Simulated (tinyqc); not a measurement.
Ways to converge the cycle: SCF convergence aids in the sto-6g basis, for BeH, spin multiplicity 2. Computed by the program tinyqc with PySCF. UHF with one setting changed at a time; a run stops when the energy changes by less than 1e-09 hartree and the error matrix is below 1e-5. The start is the core Hamiltonian. Damping d keeps d of the old density; a shift (hartree) raises the virtual levels; DIIS n extrapolates F over n matrices.

Geometry (angstrom):
```
atom,x,y,z
Be,0.0000,0.0000,0.0000
H,0.0000,0.0000,2.4500
```

lowest solution found by these runs and by PySCF with stability checks = -14.984847 hartree

Largest element of the error matrix X^T (FDS - SDF) X:
```
iteration,plain,damping 0.3,damping 0.6,shift 0.4,DIIS 3,DIIS 8
1,1.1e-01,1.1e-01,1.1e-01,1.1e-01,1.1e-01,1.1e-01
2,1.1e-01,2.3e-02,6.3e-02,1.8e-01,1.1e-01,1.1e-01
3,6.4e-02,2.1e-02,3.5e-02,1.1e-01,5.1e-02,5.1e-02
4,4.0e-02,2.7e-02,2.4e-02,6.3e-02,3.9e-02,3.9e-02
5,4.5e-02,3.4e-02,2.3e-02,5.0e-02,1.1e-02,1.1e-02
6,4.5e-02,4.2e-02,2.6e-02,4.7e-02,4.6e-03,3.9e-03
8,2.4e-02,4.2e-02,3.6e-02,4.3e-02,2.1e-04,4.8e-05
10,7.9e-03,2.8e-02,4.2e-02,3.4e-02,9.3e-05,1.1e-06
14,1.1e-03,7.1e-03,3.6e-02,1.2e-02,3.7e-06,-
20,2.4e-04,9.1e-04,1.4e-02,2.1e-03,-,-
30,2.2e-05,1.8e-04,1.9e-03,5.6e-04,-,-
45,-,1.5e-05,3.3e-04,7.9e-05,-,-
60,-,-,8.4e-05,1.1e-05,-,-
```

How each run ends:
```
run,iterations,E (hartree),state
plain,34,-14.98485,lowest found
damping 0.3,48,-14.98485,lowest found
damping 0.6,>60,-14.98485,"falls steadily but slowly, by a factor of about 0.91 a step"
shift 0.4,>60,-14.98485,"falls steadily but slowly, by a factor of about 0.88 a step"
DIIS 3,15,-14.90540,higher
DIIS 8,10,-14.90540,higher
```

What does the comparison show, and why?

2 of 6 runs reach the lowest solution found, in 34 to 48 iterations (fastest: plain). Ending on a higher stationary point: DIIS 3, DIIS 8; a small error matrix cannot reveal that, and an occupation fixed by the start is kept by symmetry or by the shape of the basin. Not converged: damping 0.6, shift 0.4. Plain steps already contract here, so damping only slows them. DIIS minimises the error, not the energy, so it can stall or settle near a saddle, and its small system turns near-singular when few rotations are active.
